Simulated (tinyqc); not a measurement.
Precursor delivery and alloy composition in metal-organic vapour-phase epitaxy: one step, computed by the program tinyqc. Command: `OMP_NUM_THREADS=1 python tinyqc.py 3006507 3006508 out.jsonl movpe walk`. One thread of a shared host (Intel(R) Xeon(R) Processor @ 2.30GHz), about 0.01 s of CPU time with the checks.

Carrier gas leaves each bubbler saturated. Group-III species cross a boundary layer and react at the surface; element 2 can also desorb. The film is (1)_(1-x) (2)_x V with a zinc-blende cell.

Task: Molar flows. Temperatures in kelvin are T(C) + 273.15. Vapour pressure p_v = 10^(a - b/T); precursor flow = carrier flow x p_v/(p_b - p_v); 1 sccm = 44.615 micromol/min; V/III = hydride flow over the sum of both; gas share x_g = F2/(F1 + F2).

Inputs (values chosen for the exercise, close to those used for AlGaAs from TMAl and TMGa): source 1: a in log10(p/torr) = a - b/T = 8.22; source 1: b = 2134 K; source 1: bath temperature = 22 C; source 1: carrier flow = 22 sccm; source 2: a = 8.07; source 2: b = 1703 K; source 2: bath temperature = -1 C; source 2: carrier flow = 10 sccm; bubbler pressure p_b = 1000 torr; group-V hydride flow = 26 sccm.

Give: vapour pressures; molar flows; V/III ratio; gas share x_g.

Result:

vapour pressures (torr): source 1 9.7674, source 2 64.926

molar flows (micromol/min): F1 9.6815, F2 30.978

V/III ratio = 28.529

gas share x_g = 0.76189

The slope of F2 with the temperature of bath 2 is b ln(10)/T^2 x p_b/(p_b - p_v) = 5.7 % per kelvin. Caution: trimethylaluminium is largely a dimer in the vapour, which would double its metal flow; it is counted as a monomer here.
